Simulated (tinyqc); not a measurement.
Threshold-voltage variability of a planar MOSFET, analytic estimates: two steps of the calculation.

Three independent sources add in quadrature: random dopants in the depleted layer, metal-gate grains of two orientations, and roughness of the two gate edges acting through the roll-off VT = VT(long) - Vr exp(-L/l). These are first-order estimates: no three-dimensional electrostatics, no percolation.

Values chosen for this exercise; material values close to those of silicon: gate length L = 16 nm; gate width W = 49 nm; metal grain size G = 5 nm; work-function difference of the two grain orientations dW = 0.3 eV; share of the orientation of higher work function p = 0.6; rms roughness of one gate edge De = 1.5 nm; correlation length of the roughness La = 20 nm; decay length of the threshold roll-off l = 3.1 nm; prefactor of the roll-off Vr = 1.7 V; number of cells Nb = 268435456; wanted yield Y = 0.9.

Question 1. Metal grains and edge roughness. Grains: Ng = L W/G^2 (at least 1), s2 = dW sqrt(p (1 - p)/Ng). Edges, with exponential correlation and u = W/La: the mean gate length has sL^2 = 2 De^2 (2/u)[1 - (1 - exp(-u))/u]; s3 = sL (Vr/l) exp(-L/l).

Find: Ng; s2; sL; dVT/dL; s3.

Answer 1.

Ng = 31.360
s2 = 26.245 mV
sL = 1.5177 nm
dVT/dL = 3.1446 mV/nm
s3 = 4.7727 mV

Question 2. Margin in standard deviations for the wanted yield. Cells fail independently with probability Q(k) = erfc(k/sqrt(2))/2 when the margin is k standard deviations, and Y = exp(-Nb Q(k)). phi = exp(-k^2/2)/sqrt(2 pi). Newton steps on ln Q(k) = ln(-ln(Y)/Nb): k(new) = k + [ln Q - ln(-ln(Y)/Nb)] Q/phi.

k at the start = 4

Give: Q(k); phi; k after iteration 1.

Answer 2.

Q(k) = 3.1671e-5
phi = 1.3383e-4
k after iteration 1 = 6.6738

Numbers from tinyqc (`OMP_NUM_THREADS=1 python tinyqc.py 2090111 2090112 out.jsonl`; about 0.01 s on one thread of a shared Intel Xeon 2.30GHz).
